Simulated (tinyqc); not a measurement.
Deep-level transient spectroscopy: two steps of the calculation.

Schottky contact on an n-type layer with shallow donors Nd (all ionised) and a donor-like deep trap, neutral when filled and positive when empty; depletion approximation. Traps within lam of the depletion edge stay filled. A long pulse to Vp fills the traps beyond x1 = Wp - lam; back at Vr those between x1 and x2 = Wr - lam emit. A rate window reads S = C(t2) - C(t1).

Parameters, values chosen for the exercise; material values close to those of silicon:

| symbol | value | unit | meaning |
|---|---|---|---|
| eps_r | 11.9 |  | relative permittivity |
| Nc | 2.77e19 | cm^-3 | conduction-band density of states at 300 K |
| vth | 2.3e7 | cm/s | thermal velocity at 300 K |
| Nd | 5.7e15 | cm^-3 | shallow donor density |
| Vbi | 0.74 | V | built-in voltage |
| Et | 0.26 | eV | depth of the trap below the conduction edge |
| sn | 4.2e-17 | cm^2 | capture cross-section |
| Nt | 1.5e14 | cm^-3 | trap density |
| Vr | 8.8 | V | reverse bias |
| Vp | 0 | V | reverse bias during the filling pulse |
| t1 | 10 | ms | first sampling time |
| t2 | 25 | ms | second sampling time |
| T | 163 | K | temperature of the transient |

Constants: q = 1.602176634e-19 C, kB = 1.380649e-23 J/K, eps0 = 8.8541878128e-14 F/cm where lengths are in cm. Results are converted to the units shown.

Task 1. Emission rate and rate window. Emission rate en = sn vth(T) Nc(T) exp(-Et/kB T) = sn g T^2 exp(-Et/kB T), g = vth Nc/(300 K)^2, as vth goes as T^0.5 and Nc as T^1.5 (degeneracy factor 1). For an exponential transient S peaks where en = ew = ln(t2/t1)/(t2 - t1).

Give: g; en; 1/en; ew.

Result 1.

g = 7.079e21 cm^-2 s^-1 K^-2
en = 72.22 1/s
1/en = 13.85 ms
ew = 61.09 1/s

Task 2. Widths. lam = sqrt(2 eps0 eps_r (EF - ET)/(q Nd)), EF - ET = Et - (kB T/q) ln(Nc(T)/Nd), Nc(T) = Nc (T/300 K)^1.5. In the steady state at the band bending V, 2 eps0 eps_r V/q = Nd W^2 + Nt (W - lam)^2 (the second term only if W > lam). V = Vbi + Vr gives Wr and V = Vbi + Vp gives Wp; x1 = max(Wp - lam, 0).

Find: lam; Wr; Wp; x1; x2; G = (x2^2 - x1^2)/Wr^2.

Result 2.

lam = 188.27 nm
Wr = 1469.1 nm
Wp = 411.63 nm
x1 = 223.36 nm
x2 = 1280.8 nm
G = (x2^2 - x1^2)/Wr^2 = 0.73699

Program tinyqc, `OMP_NUM_THREADS=1 python tinyqc.py 2050039 2050040 out.jsonl`; Intel Xeon 2.30GHz, shared host, one thread, about 0.01 s.
